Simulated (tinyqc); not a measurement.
Shallow acceptor in the spherical four-band model: one step. Ground state in the small basis. Two cases, with inputs chosen for the exercise.

Question. Solve H u = E S u for the lowest level of the acceptor; the first half of the basis is L = 0 and the second L = 2. Give E, E without the f-g block, and the L = 2 weight u_g S_gg u_g with u S u = 1.

Give: E; E without coupling; L = 2 weight.

Case 1.

S, rows f1, f2, f3, g1, g2, g3 and columns alike:
```
[[1.000000, 0.585479, 0.185075, 0, 0, 0],
 [0.585479, 1.000000, 0.586374, 0, 0, 0],
 [0.185075, 0.586374, 1.000000, 0, 0, 0],
 [0, 0, 0, 1.000000, 0.286765, 0.019520],
 [0, 0, 0, 0.286765, 1.000000, 0.287789],
 [0, 0, 0, 0.019520, 0.287789, 1.000000]]
```

H (Ry*), rows f1, f2, f3, g1, g2, g3 and columns alike:
```
[[-0.823115, -1.008817, -1.163057, -1.122554, -0.321909, -0.021912],
 [-1.008817, 2.137885, 1.704551, -1.931457, -6.735324, -1.938354],
 [-1.163057, 1.704551, 30.058357, -0.786593, -11.596989, -40.296808],
 [-1.122554, -1.931457, -0.786593, 1.667005, 0.771777, 0.014567],
 [-0.321909, -6.735324, -11.596989, 0.771777, 13.776205, 6.677644],
 [-0.021912, -1.938354, -40.296808, 0.014567, 6.677644, 91.631124]]
```

Answer.

E = -1.987 Ry*
E without coupling = -0.911 Ry*
L = 2 weight = 0.233

Without the coupling the exact value is -1, which this basis, tuned to the compact coupled state, misses by 0.089. The coupling to L = 2 takes the level to 1.99 times that exact value.

Case 2.

S, rows f1, f2, f3, g1, g2, g3 and columns alike:
```
[[1.000000, 0.584294, 0.184618, 0, 0, 0],
 [0.584294, 1.000000, 0.586467, 0, 0, 0],
 [0.184618, 0.586467, 1.000000, 0, 0, 0],
 [0, 0, 0, 1.000000, 0.285412, 0.019408],
 [0, 0, 0, 0.285412, 1.000000, 0.287896],
 [0, 0, 0, 0.019408, 0.287896, 1.000000]]
```

H (Ry*), rows f1, f2, f3, g1, g2, g3 and columns alike:
```
[[-0.810925, -0.936817, -0.873841, -0.321187, -0.091671, -0.006234],
 [-0.936817, -0.105890, -0.404705, -0.552108, -1.934424, -0.556913],
 [-0.873841, -0.404705, 10.983912, -0.224548, -3.330968, -11.570043],
 [-0.321187, -0.552108, -0.224548, 0.517906, 0.221202, -0.013099],
 [-0.091671, -1.934424, -3.330968, 0.221202, 5.667525, 2.717769],
 [-0.006234, -0.556913, -11.570043, -0.013099, 2.717769, 40.094086]]
```

Answer.

E = -1.226 Ry*
E without coupling = -0.989 Ry*
L = 2 weight = 0.088

Without the coupling the exact value is -1, which this basis, tuned to the compact coupled state, misses by 0.011. The coupling to L = 2 takes the level to 1.23 times that exact value.

Computed by tinyqc, one run a case: `OMP_NUM_THREADS=1 python tinyqc.py N N+1 out.jsonl` with N = 1250863, 1250875; one thread of a shared Intel(R) Xeon(R) Processor @ 2.30GHz, about 0.07 s a run at most.
